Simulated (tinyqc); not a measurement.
# Worked calculation: octagonal on-chip spiral inductor, lumped pi model

Program tinyqc, `OMP_NUM_THREADS=1 python tinyqc.py 2302175 2302176 out.jsonl`; Intel Xeon 2.30GHz, shared host, one thread, about 0.01 s. Printed values are rounded.

Outer diameter do = di + 2 n wd + 2 (n - 1) sp, mean da = (do + di)/2, fill p = (do - di)/(do + di), length l = 3.314 n da. L = 2.25 mu0 n^2 da/(1 + 3.55 p), mu0 = 4 pi 1e-7 H/m. Rs = rho l/(wd delta (1 - exp(-th/delta))), delta = sqrt(rho/(pi f mu0)). Cs = n wd^2 eps0 eo/hu across the coil. At each end Cox = l wd eps0 eo/(2 ho) leads to the substrate branch Rsi = 2 rs he/(l wd) in parallel with Csi = l wd eps0 11.7/(2 he). With one end grounded Y = 1/(Rs + i w L) + i w Cs + 1/[1/(i w Cox) + 1/(1/Rsi + i w Csi)], w = 2 pi f; Q = -Im Y/Re Y. Eddy currents in neighbouring turns and in the substrate are left out.

Values chosen for this exercise; values of the order met in silicon radio-frequency processes:
- n = 1.5 (number of turns)
- wd = 6 um (line width)
- sp = 3 um (space between turns)
- di = 40 um (inner diameter)
- th = 4 um (metal thickness)
- rho = 3 uohm cm (metal resistivity)
- ho = 7 um (oxide below the coil)
- hu = 1 um (oxide between coil and underpass)
- eo = 4.1 (relative permittivity of the oxide)
- rs = 10 ohm cm (substrate resistivity)
- he = 50 um (effective spreading depth in the substrate)
- f = 8.2 GHz (frequency)

Constants: eps0 = 8.8541878128e-12 F/m. Results are converted to the units shown.

## Geometry and model elements

do, l, L, delta, Rs, Cs, Cox, Rsi and Csi as defined.

do = 61 um
l = 251.036 um
L = 0.184836 nH
delta = 0.962662 um
Rs = 1.32464 ohm
Cs = 1.96032 fF
Cox = 3.90563 fF
Rsi = 6639.17 ohm
Csi = 1.56035 fF

Rs is 4.22 times the direct-current value in this empirical form, which overstates the skin effect of a flat slab when delta is near th and so stands in for some current crowding.

## Admittance, quality factor and apparent inductance

Series branch 1/(Rs + i w L), substrate branch, total Y, Q = -Im Y/Re Y, apparent inductance Im(1/Y)/w, metal-only value w L/Rs, share of the loss in the substrate Re(substrate branch)/Re Y.

series branch = 14.329-103.014i mS
substrate branch = 0.0597962+0.0894246i mS
Y = 14.389-102.824i mS
Q = 7.14615
apparent inductance = 0.185136 nH
w L/Rs = 7.18926
share of the loss in the substrate = 0.415577 %

Q is 99.4 % of the metal-only value.
